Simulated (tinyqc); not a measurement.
UHF in the sto-3g basis, for BeH+, spin multiplicity 1, step by step (part 3 of 3). Computed by tinyqc, a small Python program that keeps every step (integrals from PySCF). Command: `OMP_NUM_THREADS=1 python tinyqc.py 25480 25481 out.jsonl` (the two numbers bound the seeds that draw the settings). One thread of a shared host (Intel(R) Xeon(R) Processor @ 2.60GHz), about 0.09 s of CPU time with the checks.

Geometry (angstrom):
```
atom         x         y         z
Be    0.000000  0.000000  0.000000
H     0.000000  0.000000  1.445000
```

## Iteration 10 (converged): orbitals

converged F(alpha) (hartree), order 1Be 1s, 1Be 2s, 1Be 2px, 1Be 2py, 1Be 2pz, 2H 1s:
```
[[-5.012444, -1.408931, 0.000000, 0.000000, 0.017334, -0.304231],
 [-1.408931, -0.868326, 0.000000, 0.000000, -0.137173, -0.521087],
 [0.000000, 0.000000, -0.139395, 0.000000, 0.000000, 0.000000],
 [0.000000, 0.000000, 0.000000, -0.139395, 0.000000, 0.000000],
 [0.017334, -0.137173, 0.000000, 0.000000, -0.311293, -0.427645],
 [-0.304231, -0.521087, 0.000000, 0.000000, -0.427645, -0.523157]]
```

converged F(beta) (hartree), order 1Be 1s, 1Be 2s, 1Be 2px, 1Be 2py, 1Be 2pz, 2H 1s:
```
[[-5.012444, -1.408931, 0.000000, 0.000000, 0.017334, -0.304231],
 [-1.408931, -0.868326, 0.000000, 0.000000, -0.137173, -0.521087],
 [0.000000, 0.000000, -0.139395, 0.000000, 0.000000, 0.000000],
 [0.000000, 0.000000, 0.000000, -0.139395, 0.000000, 0.000000],
 [0.017334, -0.137173, 0.000000, 0.000000, -0.311293, -0.427645],
 [-0.304231, -0.521087, 0.000000, 0.000000, -0.427645, -0.523157]]
```

X, order 1Be 1s, 1Be 2s, 1Be 2px, 1Be 2py, 1Be 2pz, 2H 1s:
```
[[1.027694, -0.145195, 0.000000, 0.000000, -0.011108, 0.022938],
 [-0.145195, 1.128167, 0.000000, 0.000000, 0.117358, -0.298884],
 [0.000000, 0.000000, 1.000000, 0.000000, 0.000000, 0.000000],
 [0.000000, 0.000000, 0.000000, 1.000000, 0.000000, 0.000000],
 [-0.011108, 0.117358, 0.000000, 0.000000, 1.135581, -0.346576],
 [0.022938, -0.298884, 0.000000, 0.000000, -0.346576, 1.233577]]
```

Diagonalise F' = X^T F X, C = X C', fill 2 alpha and 2 beta electrons from the bottom; D(s) = C_occ C_occ^T. Each column has its largest component positive (the first on a tie).

F' = X^T F X (alpha) (hartree):
```
[[-4.903560, -0.707103, 0.000000, 0.000000, 0.018953, -0.027600],
 [-0.707103, -0.482192, 0.000000, 0.000000, 0.010672, -0.344574],
 [0.000000, 0.000000, -0.139395, 0.000000, 0.000000, 0.000000],
 [0.000000, 0.000000, 0.000000, -0.139395, 0.000000, 0.000000],
 [0.018953, 0.010672, 0.000000, 0.000000, -0.133510, -0.351153],
 [-0.027600, -0.344574, 0.000000, 0.000000, -0.351153, -0.190377]]
```

orbital energies (alpha) (hartree): [-5.015282, -0.718024, -0.261224, -0.139395, -0.139395, 0.284892]

coefficients C (alpha), order 1Be 1s, 1Be 2s, 1Be 2px, 1Be 2py, 1Be 2pz, 2H 1s:
```
[[0.992931, -0.191823, -0.201035, 0.000000, 0.000000, 0.121497],
 [0.026542, 0.570955, 0.759225, 0.000001, 0.000000, -0.702731],
 [0.000000, 0.000000, 0.000000, -0.092201, 0.995740, 0.000000],
 [0.000000, -0.000001, 0.000000, 0.995740, 0.092201, 0.000000],
 [-0.001859, 0.288837, -0.628496, 0.000000, 0.000000, -0.972171],
 [-0.002350, 0.494007, -0.255188, 0.000000, 0.000000, 1.192693]]
```

F' = X^T F X (beta) (hartree):
```
[[-4.903560, -0.707103, 0.000000, 0.000000, 0.018953, -0.027600],
 [-0.707103, -0.482192, 0.000000, 0.000000, 0.010672, -0.344574],
 [0.000000, 0.000000, -0.139395, 0.000000, 0.000000, 0.000000],
 [0.000000, 0.000000, 0.000000, -0.139395, 0.000000, 0.000000],
 [0.018953, 0.010672, 0.000000, 0.000000, -0.133510, -0.351153],
 [-0.027600, -0.344574, 0.000000, 0.000000, -0.351153, -0.190377]]
```

orbital energies (beta) (hartree): [-5.015282, -0.718024, -0.261224, -0.139395, -0.139395, 0.284892]

coefficients C (beta), order 1Be 1s, 1Be 2s, 1Be 2px, 1Be 2py, 1Be 2pz, 2H 1s:
```
[[0.992931, -0.191823, -0.201035, 0.000000, 0.000000, 0.121497],
 [0.026542, 0.570955, 0.759225, -0.000001, 0.000000, -0.702731],
 [0.000000, 0.000000, 0.000000, -0.092292, 0.995732, 0.000000],
 [0.000000, 0.000001, 0.000000, 0.995732, 0.092292, 0.000000],
 [-0.001859, 0.288837, -0.628496, 0.000000, 0.000000, -0.972171],
 [-0.002350, 0.494007, -0.255188, 0.000000, 0.000000, 1.192693]]
```

D(alpha) after iteration 10, order 1Be 1s, 1Be 2s, 1Be 2px, 1Be 2py, 1Be 2pz, 2H 1s:
```
[[1.022709, -0.083168, 0.000000, 0.000000, -0.057252, -0.097095],
 [-0.083168, 0.326695, 0.000000, 0.000000, 0.164864, 0.281994],
 [0.000000, 0.000000, 0.000000, 0.000000, 0.000000, 0.000000],
 [0.000000, 0.000000, 0.000000, 0.000000, 0.000000, 0.000000],
 [-0.057252, 0.164864, 0.000000, 0.000000, 0.083430, 0.142692],
 [-0.097095, 0.281994, 0.000000, 0.000000, 0.142692, 0.244049]]
```

D(beta) after iteration 10, order 1Be 1s, 1Be 2s, 1Be 2px, 1Be 2py, 1Be 2pz, 2H 1s:
```
[[1.022709, -0.083168, 0.000000, 0.000000, -0.057252, -0.097095],
 [-0.083168, 0.326695, 0.000000, 0.000000, 0.164864, 0.281994],
 [0.000000, 0.000000, 0.000000, 0.000000, 0.000000, 0.000000],
 [0.000000, 0.000000, 0.000000, 0.000000, 0.000000, 0.000000],
 [-0.057252, 0.164864, 0.000000, 0.000000, 0.083430, 0.142692],
 [-0.097095, 0.281994, 0.000000, 0.000000, 0.142692, 0.244049]]
```

Within a degenerate level the vectors are fixed only up to a rotation; this is one choice.

## Convergence

Stop when the energy changes by less than 1e-09 hartree and every element of the error matrix X^T (F D S - S D F) X (for each spin) is below 9e-06.

Course of the cycle:
```
iteration   E (hartree)     change  largest element of the error matrix
1          -14.42360779          -                             1.20e-01
2          -14.59245045  -1.69e-01                             4.84e-02
3          -14.64368216  -5.12e-02                             2.38e-02
4          -14.65703913  -1.34e-02                             1.04e-02
5          -14.65954870  -2.51e-03                             2.84e-03
6          -14.65975790  -2.09e-04                             8.48e-04
7          -14.65978586  -2.80e-05                             1.93e-04
8          -14.65978609  -2.25e-07                             2.14e-05
9          -14.65978609  -2.18e-09                             4.20e-07
10         -14.65978609  -1.17e-13                             9.62e-08
```

PySCF UHF in the same basis, after a stability check = -14.65978609 hartree

Converged in 10 iterations.

## Populations, bond orders and dipole

overlap S, order 1Be 1s, 1Be 2s, 1Be 2px, 1Be 2py, 1Be 2pz, 2H 1s:
```
[[1.000000, 0.259517, 0.000000, 0.000000, 0.000000, 0.055146],
 [0.259517, 1.000000, 0.000000, 0.000000, 0.000000, 0.418188],
 [0.000000, 0.000000, 1.000000, 0.000000, 0.000000, 0.000000],
 [0.000000, 0.000000, 0.000000, 1.000000, 0.000000, 0.000000],
 [0.000000, 0.000000, 0.000000, 0.000000, 1.000000, 0.494561],
 [0.055146, 0.418188, 0.000000, 0.000000, 0.494561, 1.000000]]
```

Mulliken: Z minus the diagonal of D S on the atom; Loewdin: the same with S^(1/2) D S^(1/2); Mayer order: 2 sum_s sum (D(s) S)_ij (D(s) S)_ji over the two atoms.

Charges (e):
```
atom  Mulliken   Loewdin  Mulliken spin
1Be   0.854382  0.883471              0
2H    0.145618  0.116529              0
```

Mayer bond orders:
```
pair     order
2-1   0.978795
```

dipole moment about the origin, x y z (debye): [0.000000, 0.000000, -2.350950]

<S^2> of the determinant (pure state: 0) = 0
